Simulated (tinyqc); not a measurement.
# Finite-difference solution of the diffusion equation on a small grid, step by step

A worked calculation. Computed by tinyqc, a small Python program that keeps every step. Command: `OMP_NUM_THREADS=1 python tinyqc.py 3003003 3003004 out.jsonl fdiff walk`. One thread of a shared host (Intel(R) Xeon(R) Processor @ 2.30GHz), about 0.01 s of CPU time with the checks. Intermediate numbers are printed to about 6 digits and carried at full precision; extremes and crossings named in words are read from the listed rows.

dC/dt = D d2C/dx2 on nodes x_j = j dx, j = 0..11; the far end is sealed.

Inputs (values chosen for the exercise):
```
quantity,value,unit
diffusivity D,2.3,nm^2/s
grid spacing dx,5,nm
time step dt,11,s
final time t_f,176,s
```

Boundary at x = 0: sealed surface. Scheme: implicit.

start values C_j, j = 0, 1, ... (% of a reference): [75.3, 100, 70.1, 18.6, 11.2, 0, 0, 0, 0, 0, 0, 0]

## Mesh ratio and operator

The operator M acts as (M C)_j = C_(j-1) - 2 C_j + C_(j+1); at the sealed far end a mirror node gives 2 C_(N-2) - 2 C_(N-1); at j = 0, a mirror node gives 2 C_1 - 2 C_0. r = D dt/dx^2.

mesh ratio r = 1.012

operator M:
```
,0,1,2,3,4,5,6,7,8,9,10,11
0,-2,2,0,0,0,0,0,0,0,0,0,0
1,1,-2,1,0,0,0,0,0,0,0,0,0
2,0,1,-2,1,0,0,0,0,0,0,0,0
3,0,0,1,-2,1,0,0,0,0,0,0,0
4,0,0,0,1,-2,1,0,0,0,0,0,0
5,0,0,0,0,1,-2,1,0,0,0,0,0
6,0,0,0,0,0,1,-2,1,0,0,0,0
7,0,0,0,0,0,0,1,-2,1,0,0,0
8,0,0,0,0,0,0,0,1,-2,1,0,0
9,0,0,0,0,0,0,0,0,1,-2,1,0
10,0,0,0,0,0,0,0,0,0,1,-2,1
11,0,0,0,0,0,0,0,0,0,0,2,-2
```

## Amplification factors

The mode of M with eigenvalue mu has its amplitude multiplied per step by g = (1 + (1 - theta) r mu)/(1 - theta r mu), with theta = 0 explicit, 1 implicit, 1/2 Crank-Nicolson; the explicit scheme is stable for r up to 2/|mu_min|.

eigenvalues mu of M: [-4.00000, -3.91899, -3.68251, -3.30972, -2.83083, -2.28463, -1.71537, -1.16917, -0.69028, -0.31749, -0.08101, 0.00000]

factors g: [0.19810, 0.20137, 0.21156, 0.22991, 0.25875, 0.30193, 0.36550, 0.45804, 0.58873, 0.75683, 0.92423, 1.00000]

largest stable r of the explicit scheme = 0.5

The smallest factor is 0.198: no mode changes sign, and all decay but one with mu = 0 where there is such a mode.

## Time step 1

C at the start (%): [75.3, 100.0, 70.1, 18.6, 11.2, 0.0, 0.0, 0.0, 0.0, 0.0, 0.0, 0.0]

With r = D dt/dx^2: (1 - theta r M) C(new) = (1 + (1 - theta) r M) C(old); theta = 0 explicit, 1 implicit, 1/2 Crank-Nicolson.

C after step 1 (%): [78.0533, 79.4136, 60.4315, 31.8957, 16.4980, 6.3353, 2.4329, 0.9346, 0.3599, 0.1408, 0.0607, 0.0406]

## Time step 2

The formulas are those given above.

C after step 2 (%): [71.8005, 68.7113, 55.0466, 36.0608, 21.1906, 10.9574, 5.2914, 2.4500, 1.1060, 0.4993, 0.2470, 0.1788]

## All steps

The run takes n = round(t_f/dt) steps of length t_f/n. The dose is the trapezoidal sum of C dx; the error is the largest difference from exp(M D t/dx^2) C(0), the exact time evolution on the same grid.

Course of the run:
```
step,t (s),C_1,C_6,dose (% nm),largest error
1,11,79.4136,2.4329,1187.75,3.86682
2,22,68.7113,5.2914,1187.75,2.69856
3,33,61.6366,7.9796,1187.75,2.31325
4,44,56.3533,10.3092,1187.75,2.34004
5,55,52.1726,12.2495,1187.75,2.12103
6,66,48.7565,13.8329,1187.75,1.86777
7,77,45.9038,15.1122,1187.75,1.63742
...,...,...,...,...,...
10,110,39.5775,17.6418,1187.75,1.14243
11,121,37.9790,18.1862,1187.75,1.02996
12,132,36.5612,18.6314,1187.75,0.93622
13,143,35.2951,18.9983,1187.75,0.85762
14,154,34.1579,19.3033,1187.75,0.79122
15,165,33.1314,19.5592,1187.75,0.73462
16,176,32.2011,19.7759,1187.75,0.68588
```

C at the end (%): [32.6862, 32.2011, 30.7967, 28.6179, 25.8815, 22.8453, 19.7759, 16.9206, 14.4885, 12.6409, 11.4893, 11.0985]

largest error at t_f = 0.685883 %

final dose = 1187.75 % nm

final C_6 = 19.7759 %

The time-step error at the end is 0.69 on a scale of 32.7. Both ends are sealed, so the dose is conserved exactly, whatever the step.

## The three schemes as the step is halved

Each run reaches t_f in n equal steps; errors are the largest difference from exp(M D t_f/dx^2) C(0). A dash marks unstable explicit runs.

Largest error at t_f (%):
```
steps n,r,explicit,implicit,Crank-Nicolson
4,4.04800,-,2.83741,6.29220e+00
8,2.02400,-,1.38991,1.89242e-01
16,1.01200,-,0.68588,1.41932e-02
32,0.50600,-,0.34050,3.55784e-03
64,0.25300,0.168339,0.16962,8.90058e-04
128,0.12650,0.084332,0.08465,2.22552e-04
256,0.06325,0.042206,0.04229,5.56403e-05
```

From the last two rows, halving the step divides the error by 2.00 (explicit), 2.00 (implicit), 4.00 (Crank-Nicolson): a factor 2 marks first order in dt and 4 second order. The explicit scheme needs n of at least 33 to be stable; the other two are stable at any step.

Checks made by the program: matrix exponential against 4096 Crank-Nicolson steps (relative difference 7e-09).
